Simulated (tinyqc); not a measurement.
## Random telegraph noise from one oxide trap in a small MOSFET: effect of the depth of the trap from the channel interface

An acceptor-like trap exchanges electrons with the channel. Inversion charge Q = Cox u, u = n Vt W0(exp((Vg - VT)/(n Vt))), W0 the Lambert function, n = nf, Cox = eps0 eox/tox; linear regime Id = (W/L) mu Q Vd. Relative to threshold the surface potential rises by Vt ln(u/u0) and the oxide voltage by the rest of Vg - VT, with u0 = n Vt W0(1).

N = Cox u/q; dpsi = Vt ln(u/u0); E = E0 - dpsi - (xt/tox)(Vg - VT - dpsi); capture time tc = 1/[(N/zi) vth s0 exp(-xt/lt - EB/Vt)]; emission time te = tc exp(-E/Vt); occupancy te/(tc + te). A = W L; threshold step dV = q (1 - xt/tox)/(Cox A); gm/Id = 1/(u + n Vt); relative step dI/I = (gm/Id) dV + asc mu/A. fc = (1/tc + 1/te)/(2 pi); rms = (dI/I) sqrt(tc te)/(tc + te).

Parameters, values chosen for the exercise; values of the order met in silicon transistors: temperature T = 300 K; relative permittivity of the gate insulator (close to silicon dioxide) eox = 3.9; insulator thickness tox = 1.3 nm; trap level above the channel Fermi level at threshold E0 = -0.04 eV; capture prefactor s0 = 2e-17 cm^2; capture barrier (lattice relaxation) EB = 0.34 eV; tunnelling decay length lt = 0.1 nm; thermal velocity vth = 1.5e7 cm/s; thickness of the inversion layer zi = 2.1 nm; threshold voltage VT = 0.2 V; body factor nf = 1.37; gate width W = 30 nm; gate length L = 23 nm; mobility mu = 200 cm^2/(V s); scattering coefficient of the charged trap asc = 8.7e-16 V s; drain voltage Vd = 0.02 V; gate voltage Vg = 0.07 V.

Constants: q = 1.602176634e-19 C, kB = 1.380649e-23 J/K, Vt = kB T/q, eps0 = 8.8541878128e-14 F/cm where lengths are in cm. Results are converted to the units shown.

Effect of the depth of the trap from the channel interface:

| xt (nm) | E (eV) | tc (s) | te (s) | occupancy | dI/I (%) | fc (Hz) | rms dI/I (%) |
|---|---|---|---|---|---|---|---|
| 0.07 | 0.043516 | 0.049769 | 0.0092452 | 0.15666 | 25.309 | 20.413 | 9.1992 |
| 0.2 | 0.048429 | 0.18262 | 0.028052 | 0.13316 | 22.900 | 6.5451 | 7.7802 |
| 0.33 | 0.053342 | 0.67007 | 0.085117 | 0.11271 | 20.492 | 2.1074 | 6.4803 |
| 0.46 | 0.058255 | 2.4587 | 0.25826 | 0.095056 | 18.083 | 0.68098 | 5.3037 |
| 0.58 | 0.062790 | 8.1632 | 0.71950 | 0.081001 | 15.860 | 0.24070 | 4.3273 |
| 0.72 | 0.068081 | 33.103 | 2.3777 | 0.067014 | 13.267 | 0.071744 | 3.3173 |
| 0.85 | 0.072994 | 121.47 | 7.2146 | 0.056066 | 10.858 | 0.023370 | 2.4980 |

As xt goes from 0.07 to 0.85, tc rises from 0.0498 to 121 s, te rises from 0.00925 to 7.21 s and dI/I falls from 25.3 to 10.9 %. tc grows a decade every lt ln 10 = 0.230 nm of depth; traps spread evenly in depth therefore give corner frequencies spread evenly on a log scale, whose sum is 1/f noise if the traps contribute equal variances. For xt = 0.07, 0.2, 0.33, 0.46, 0.58 the step exceeds 15 %, where a linear one-charge estimate is rough.

Range of the model: VT is taken as given; short-channel effects and the uneven flow of current among few electrons are left out.

tinyqc, about 0.01 s, one thread, Intel Xeon 2.30GHz (shared host): `OMP_NUM_THREADS=1 python tinyqc.py 2710092 2710093 out.jsonl`
